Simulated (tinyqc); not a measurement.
Van der Pauw, Hall and four-point-probe measurements on a doped layer: one step of the calculation.

A uniform n-type layer with sheet resistance Rs = 1/(q ns mu), point contacts, low field (mu B small).

Task. New z. The van der Pauw equation exp(-pi RA z) + exp(-pi RB z) = 1 is solved for z = 1/Rs: e1 = exp(-pi RA z), e2 = exp(-pi RB z), f = e1 + e2 - 1, f' = -pi (RA e1 + RB e2), z(new) = z - f/f'.

z at the start = 0.14818238 mS
RA = 26.044475 ohm
RB = 2951.8480 ohm

Give: e1; e2; f; f'; z after iteration 1.

Result.

e1 = 0.9879
e2 = 0.2530
f = 0.2410
f' = -2.427 kohm
z after iteration 1 = 0.2475 mS

Program tinyqc, `OMP_NUM_THREADS=1 python tinyqc.py 2850168 2850169 out.jsonl`; Intel Xeon 2.30GHz, shared host, one thread, about 0.01 s.
